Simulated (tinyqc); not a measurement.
# p-n heterojunction, non-linear Poisson equation by Newton steps, Boltzmann statistics: effect of the acceptor density of material 1

One dimension, material 1 (p-type) at x < 0 and material 2 (n-type) at x > 0. Band edges: Ec = -psi in material 1 and -psi + dEc in material 2, Ev = Ec - Eg. Flat quasi-Fermi levels: 0 for holes, +V for electrons. n = Nc F((EFn - Ec)/Vt), p = Nv F((Ev - EFp)/Vt), with F(eta) = exp(eta) (Boltzmann statistics); full ionisation, no interface charge, classical densities; the doping types are chosen for the exercise.

Exact first integral: on each side D^2/(2 eps0 er) = G, G = q [Vt (nI_j - nI_b) + Vt (pI_j - pI_b) - C (psi_j - psi_b)], with C = -N1 or +N2, b the neutral end of that side, and nI, pI the densities themselves. D is continuous, so er1 G1(psi_j) = er2 G2(psi_j) fixes psi_j. Ends from Nv1 F((-psi_L - Eg1)/Vt) = N1 and Nc2 F((V + psi_R - dEc)/Vt) = N2. D is counted positive when psi rises towards material 2. Depletion (Anderson) capacitance C^2 = q eps0 er1 er2 N1 N2/(2 (er1 N1 + er2 N2)(psi_R - psi_L)). -dD/dV is the change of the displacement at the interface with both quasi-Fermi levels flat; it is the terminal capacitance only while neither side holds an inversion layer. n_j and p_j are densities at the interface.

Inputs (values chosen for the exercise); band and dielectric values close to those of InAlAs and InP:
```
symbol,value,unit,meaning
T,250,K,temperature
Eg1,1.49,eV,band gap of material 1
er1,12.5,,relative permittivity of material 1
Nc1,3.74e17,cm^-3,conduction-band density of states of material 1
Nv1,7.51e18,cm^-3,valence-band density of states of material 1
Eg2,1.36,eV,band gap of material 2
er2,12.3,,relative permittivity of material 2
Nc2,4.39e17,cm^-3,conduction-band density of states of material 2
Nv2,8.44e18,cm^-3,valence-band density of states of material 2
dEc,-0.26,eV,conduction-band offset Ec2 - Ec1
N2,2.4e16,cm^-3,donor density of material 2
V,-2,V,bias of side 1 against side 2
```

Constants: q = 1.602176634e-19 C, kB = 1.380649e-23 J/K, Vt = kB T/q, eps0 = 8.8541878128e-14 F/cm where lengths are in cm. Results are converted to the units shown.

Effect of the acceptor density of material 1:
columns A: N1 (cm^-3); B: psi_R - psi_L (V); C: psi_j - psi_L (V); D: psi_R - psi_j (V); E: D/q (cm^-2); F: n_j in 1 (cm^-3); G: p_j in 2 (cm^-3); H: -dD/dV (nF/cm^2); I: depletion C (nF/cm^2)
```
A           B       C        D         E          F          G      H      I
3.4e14  2.952   2.890  0.06161  1.161e11    6.718e9  4.966e-47  3.193  3.173
8.1e14  2.971   2.852   0.1185  1.780e11    4.782e8  6.976e-46  4.869  4.835
1.9e15  2.989   2.748   0.2409  2.675e11    1.633e6  2.043e-43  7.275  7.222
4.5e15  3.008   2.512   0.4960  3.935e11      11.75  2.838e-38  10.63  10.56
1.1e16  3.027   2.057   0.9697  5.562e11   3.321e-9  1.004e-28  14.93  14.83
2.5e16  3.044   1.480    1.565  7.096e11  3.319e-21  1.005e-16  18.94  18.81
5.9e16  3.063  0.8848    2.178  8.388e11  1.442e-33   2.314e-4  22.25  22.10
1.4e17  3.082  0.4601    2.621  9.210e11  1.670e-42    1.998e5  24.28  24.11
```

As N1 goes from 3.4e14 to 1.4e17, the total bending rises from 2.95 to 3.08 V and the sheet charge D/q rises from 1.16e11 to 9.21e11 cm^-2; the share of the bending in material 1 falls from 97.9 to 14.9 %. The capacitance departs most from the depletion formula at N1 = 1.9e15, where it is 0.73 % above it.

Computed by the program tinyqc: `OMP_NUM_THREADS=1 python tinyqc.py 2040070 2040071 out.jsonl`, one thread of a shared Intel Xeon 2.30GHz, about 0.03 s for the whole run.
